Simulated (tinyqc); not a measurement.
Inside a calculation. Method: RKS/LDA (PW92) in the sto-3g basis, for H3+, spin multiplicity 1. Computed by tinyqc, a small Python program that keeps every step (integrals from PySCF). Settings: charge = 1, multiplicity = 1, basis = sto-3g, energy threshold = 1e-09, iteration cap = 63, orthogonalisation = canonical, start = core, DIIS depth = 4, method = RKS, functional = lda,pw, grid = [30, 14]. Command: `OMP_NUM_THREADS=1 python tinyqc.py 30370 30371 out.jsonl` (the two numbers bound the seeds that draw the settings). One thread of a shared host (Intel(R) Xeon(R) Processor @ 2.60GHz), about 0.3 s of CPU time with the checks. Later iterations appear only in the table of the cycle.

## One-electron integrals

Geometry (angstrom):
```
atom        x        y        z
H     0.00000  0.00000  0.00000
H     0.00000  0.00000  1.09200
H     0.00000  1.04000  0.54600
```

Basis sto-3g: exponents (1/bohr^2) and contraction coefficients of normalised primitives:
```
element  l (shell)  exponent  coefficient
H            s (1)   3.42525      0.15433
H            s (1)   0.62391      0.53533
H            s (1)   0.16886      0.44463
```

Overlap, kinetic and nuclear-attraction integrals over the contracted functions; the nuclear repulsion is the sum of Za Zb / Rab.

nuclear repulsion = 1.3856183 hartree

overlap S, order 1H 1s, 2H 1s, 3H 1s:
$$\begin{pmatrix}
1.00000 & 0.44398 & 0.39994 \\
0.44398 & 1.00000 & 0.39994 \\
0.39994 & 0.39994 & 1.00000
\end{pmatrix}$$

kinetic energy T (hartree), order 1H 1s, 2H 1s, 3H 1s:
$$\begin{pmatrix}
0.76003 & 0.08065 & 0.05865 \\
0.08065 & 0.76003 & 0.05865 \\
0.05865 & 0.05865 & 0.76003
\end{pmatrix}$$

nuclear attraction V (hartree), order 1H 1s, 2H 1s, 3H 1s:
$$\begin{pmatrix}
-2.14440 & -0.89246 & -0.79132 \\
-0.89246 & -2.14440 & -0.79132 \\
-0.79132 & -0.79132 & -2.11374
\end{pmatrix}$$

core Hamiltonian H = T + V (hartree), order 1H 1s, 2H 1s, 3H 1s:
$$\begin{pmatrix}
-1.38437 & -0.81181 & -0.73267 \\
-0.81181 & -1.38437 & -0.73267 \\
-0.73267 & -0.73267 & -1.35371
\end{pmatrix}$$

## Two-electron integrals

Functions are numbered as in S; the eight-fold symmetry (ij|kl) = (ji|kl) = (kl|ij) leaves the list below.

Two-electron integrals (ij|kl) in chemists' order, unique and non-zero (hartree):
```
(11|11) 0.77461   (21|11) 0.26888   (21|21) 0.12335   (22|11) 0.44912
(22|21) 0.26888   (22|22) 0.77461   (31|11) 0.23615   (31|21) 0.09661
(31|22) 0.18563   (31|31) 0.09805   (32|11) 0.18563   (32|21) 0.09661
(32|22) 0.23615   (32|31) 0.08762   (32|32) 0.09805   (33|11) 0.42495
(33|21) 0.19856   (33|22) 0.42495   (33|31) 0.23615   (33|32) 0.23615
(33|33) 0.77461
```

## Orthogonalisation

S = U s U^T; canonical form X = U s^(-1/2), so that X^T S X = 1. Each column of U has its largest component positive (the first on a tie).

eigenvalues of S: [0.55602, 0.61438, 1.82960]

X, order 1H 1s, 2H 1s, 3H 1s:
$$\begin{pmatrix}
0.94829 & -0.50818 & 0.43193 \\
-0.94829 & -0.50818 & 0.43193 \\
0.00000 & 1.05412 & 0.41646
\end{pmatrix}$$

## Starting guess

The start is the orbitals of the core Hamiltonian; D = 2 C_occ C_occ^T.

D at the start, order 1H 1s, 2H 1s, 3H 1s:
$$\begin{pmatrix}
0.39508 & 0.39508 & 0.34674 \\
0.39508 & 0.39508 & 0.34674 \\
0.34674 & 0.34674 & 0.30431
\end{pmatrix}$$

## Iteration 1: exchange-correlation on the grid

Becke grid with 30 radial and 14 angular points per atom, points of zero weight dropped. rho = sum D_ij phi_i phi_j; V_xc,ij = sum w v_xc phi_i phi_j; v_xc is d(rho eps)/d rho.

The 12 grid points with the largest w rho, of 1240 (bohr, atomic units):
```
x               y        z        w      rho    eps_xc      v_xc
0.74811   0.74811  0.74811  0.22307  0.05365  -0.32734  -0.42721
-0.74811  0.74811  0.74811  0.22307  0.05365  -0.32734  -0.42721
-0.74811  0.74811  1.31547  0.22307  0.05365  -0.32734  -0.42721
0.74811   0.74811  1.31547  0.22307  0.05365  -0.32734  -0.42721
0.62173   0.62173  0.62173  0.18444  0.06439  -0.34611  -0.45188
-0.62173  0.62173  0.62173  0.18444  0.06439  -0.34611  -0.45188
-0.62173  0.62173  1.44185  0.18444  0.06439  -0.34611  -0.45188
0.62173   0.62173  1.44185  0.18444  0.06439  -0.34611  -0.45188
0.00000   0.88845  1.03179  0.12523  0.08740  -0.38004  -0.49653
0.51145   0.51145  0.51145  0.12344  0.07717  -0.36582  -0.47782
-0.51145  0.51145  0.51145  0.12344  0.07717  -0.36582  -0.47782
0.51145   0.51145  1.55213  0.12344  0.07717  -0.36582  -0.47782
```

electrons on the grid, sum of w rho = 2.00214

E_xc = sum of w rho eps_xc = -0.5817743 hartree

V_xc (hartree), order 1H 1s, 2H 1s, 3H 1s:
$$\begin{pmatrix}
-0.38894 & -0.16880 & -0.14884 \\
-0.16880 & -0.38894 & -0.14884 \\
-0.14884 & -0.14884 & -0.36797
\end{pmatrix}$$

## Iteration 1: building the Kohn-Sham matrix

J_ij = sum D_kl (ij|kl); F = H + J + V_xc; E = tr D H + tr D J / 2 + E_xc + E_nn.

Coulomb J (hartree), order 1H 1s, 2H 1s, 3H 1s:
$$\begin{pmatrix}
1.11774 & 0.50434 & 0.44359 \\
0.50434 & 1.11774 & 0.44359 \\
0.44359 & 0.44359 & 1.05592
\end{pmatrix}$$

Kohn-Sham matrix F (hartree), order 1H 1s, 2H 1s, 3H 1s:
$$\begin{pmatrix}
-0.65557 & -0.47627 & -0.43793 \\
-0.47627 & -0.65557 & -0.43793 \\
-0.43793 & -0.43793 & -0.66575
\end{pmatrix}$$

total energy of this density = -1.2504953 hartree

## Iteration 1: diagonalisation and new density

Diagonalise F' = X^T F X, C = X C', fill 1 alpha and 1 beta electrons from the bottom; D = 2 C_occ C_occ^T. Each column has its largest component positive (the first on a tie).

F' = X^T F X (hartree):
$$\begin{pmatrix}
-0.32247 & 0.00000 & 0.00000 \\
0.00000 & -0.38600 & -0.00881 \\
0.00000 & -0.00881 & -0.85289
\end{pmatrix}$$

orbital energies (hartree): MO1 -0.85306, MO2 -0.38583, MO3 -0.32247

coefficients C, order 1H 1s, 2H 1s, 3H 1s:
$$\begin{pmatrix}
0.42227 & -0.51623 & 0.94829 \\
0.42227 & -0.51623 & -0.94829 \\
0.43626 & 1.04608 & 0.00000
\end{pmatrix}$$

D after iteration 1, order 1H 1s, 2H 1s, 3H 1s:
$$\begin{pmatrix}
0.35663 & 0.35663 & 0.36844 \\
0.35663 & 0.35663 & 0.36844 \\
0.36844 & 0.36844 & 0.38064
\end{pmatrix}$$

## Iteration 2: exchange-correlation on the grid

As before.

The 12 grid points with the largest w rho, of 1240 (bohr, atomic units):
```
x               y        z        w      rho    eps_xc      v_xc
0.74811   0.74811  1.31547  0.22307  0.05388  -0.32777  -0.42776
-0.74811  0.74811  1.31547  0.22307  0.05388  -0.32777  -0.42776
-0.74811  0.74811  0.74811  0.22307  0.05388  -0.32777  -0.42776
0.74811   0.74811  0.74811  0.22307  0.05388  -0.32777  -0.42776
0.62173   0.62173  1.44185  0.18444  0.06351  -0.34465  -0.44996
-0.62173  0.62173  1.44185  0.18444  0.06351  -0.34465  -0.44996
-0.62173  0.62173  0.62173  0.18444  0.06351  -0.34465  -0.44996
0.62173   0.62173  0.62173  0.18444  0.06351  -0.34465  -0.44996
0.00000   0.88845  1.03179  0.12523  0.08988  -0.38331  -0.50084
0.00000   1.07945  1.03179  0.10134  0.09374  -0.38827  -0.50738
-0.74811  1.21721  1.77990  0.23070  0.04068  -0.30089  -0.39244
0.74811   1.21721  1.77990  0.23070  0.04068  -0.30089  -0.39244
```

electrons on the grid, sum of w rho = 2.00179

E_xc = sum of w rho eps_xc = -0.5807965 hartree

V_xc (hartree), order 1H 1s, 2H 1s, 3H 1s:
$$\begin{pmatrix}
-0.38251 & -0.16656 & -0.14993 \\
-0.16656 & -0.38251 & -0.14993 \\
-0.14993 & -0.14993 & -0.38156
\end{pmatrix}$$

## Iteration 2: building the Kohn-Sham matrix

As before.

Coulomb J (hartree), order 1H 1s, 2H 1s, 3H 1s:
$$\begin{pmatrix}
1.10075 & 0.49772 & 0.44602 \\
0.49772 & 1.10075 & 0.44602 \\
0.44602 & 0.44602 & 1.08760
\end{pmatrix}$$

Kohn-Sham matrix F (hartree), order 1H 1s, 2H 1s, 3H 1s:
$$\begin{pmatrix}
-0.66613 & -0.48066 & -0.43658 \\
-0.48066 & -0.66613 & -0.43658 \\
-0.43658 & -0.43658 & -0.64767
\end{pmatrix}$$

total energy of this density = -1.2509681 hartree

## Iteration 2: DIIS over 2 matrices

error matrix X^T (FDS - SDF) X:
$$\begin{pmatrix}
0.00000 & 0.00000 & 0.00000 \\
0.00000 & 0.00000 & 0.03070 \\
0.00000 & -0.03070 & 0.00000
\end{pmatrix}$$

B (overlaps of the stored error matrices):
$$\begin{pmatrix}
3.3368586e-03 & -2.5083707e-03 \\
-2.5083707e-03 & 1.8855829e-03
\end{pmatrix}$$

Minimise |sum c_i e_i|^2 with sum c_i = 1: solve [B -1; -1 0][c; lambda] = [0; -1] with B_ij = tr e_i^T e_j, and take F = sum c_i F_i.

DIIS coefficients: [0.42913, 0.57087]

extrapolated F (hartree), order 1H 1s, 2H 1s, 3H 1s:
$$\begin{pmatrix}
-0.66160 & -0.47877 & -0.43716 \\
-0.47877 & -0.66160 & -0.43716 \\
-0.43716 & -0.43716 & -0.65543
\end{pmatrix}$$

## Iteration 2: diagonalisation and new density

As before.

F' = X^T F X (hartree):
$$\begin{pmatrix}
-0.32881 & 0.00000 & 0.00000 \\
0.00000 & -0.38058 & -0.00015 \\
0.00000 & -0.00015 & -0.85373
\end{pmatrix}$$

orbital energies (hartree): MO1 -0.85373, MO2 -0.38058, MO3 -0.32881

coefficients C, order 1H 1s, 2H 1s, 3H 1s:
$$\begin{pmatrix}
0.43177 & -0.50832 & 0.94829 \\
0.43177 & -0.50832 & -0.94829 \\
0.41680 & 1.05398 & 0.00000
\end{pmatrix}$$

D after iteration 2, order 1H 1s, 2H 1s, 3H 1s:
$$\begin{pmatrix}
0.37284 & 0.37284 & 0.35992 \\
0.37284 & 0.37284 & 0.35992 \\
0.35992 & 0.35992 & 0.34745
\end{pmatrix}$$

## Iteration 6 (converged): orbitals

converged F (hartree), order 1H 1s, 2H 1s, 3H 1s:
$$\begin{pmatrix}
-0.66166 & -0.47880 & -0.43718 \\
-0.47880 & -0.66166 & -0.43718 \\
-0.43718 & -0.43718 & -0.65554
\end{pmatrix}$$

As before.

F' = X^T F X (hartree):
$$\begin{pmatrix}
-0.32888 & 0.00000 & 0.00000 \\
0.00000 & -0.38071 & -0.00017 \\
0.00000 & -0.00017 & -0.85380
\end{pmatrix}$$

orbital energies (hartree): MO1 -0.85380, MO2 -0.38071, MO3 -0.32888

coefficients C, order 1H 1s, 2H 1s, 3H 1s:
$$\begin{pmatrix}
0.43175 & -0.50834 & 0.94829 \\
0.43175 & -0.50834 & -0.94829 \\
0.41684 & 1.05397 & 0.00000
\end{pmatrix}$$

D after iteration 6, order 1H 1s, 2H 1s, 3H 1s:
$$\begin{pmatrix}
0.37281 & 0.37281 & 0.35994 \\
0.37281 & 0.37281 & 0.35994 \\
0.35994 & 0.35994 & 0.34752
\end{pmatrix}$$

## Convergence

Stop when the energy changes by less than 1e-09 hartree and every element of the error matrix X^T (F D S - S D F) X is below 9e-06.

Course of the cycle:
```
iteration  E (hartree)     change  largest element of the error matrix
1           -1.2504953          -                             4.08e-02
2           -1.2509681  -4.73e-04                             3.07e-02
3           -1.2515338  -5.66e-04                             6.42e-05
4           -1.2515338  -1.41e-09                             4.25e-05
5           -1.2515338  -4.86e-10                             3.18e-05
6           -1.2515338  -6.14e-10                             7.28e-08
```

PySCF RKS in the same basis, fine grid = -1.2493519 hartree

Converged in 6 iterations. The coarse grid moves the energy by -2.18e-03 hartree.

## Populations, bond orders and dipole

Mulliken: Z minus the diagonal of D S on the atom; Loewdin: the same with S^(1/2) D S^(1/2); Mayer order: 2 sum_s sum (D(s) S)_ij (D(s) S)_ji over the two atoms.

Charges (e):
```
atom  Mulliken  Loewdin
1H     0.31771  0.31766
2H     0.31771  0.31766
3H     0.36457  0.36468
```

Mayer bond orders:
```
pair    order
2-1   0.46551
3-1   0.43354
3-2   0.43354
```

dipole moment about the origin, x y z (debye): [0.00000, 1.82116, 2.62255]
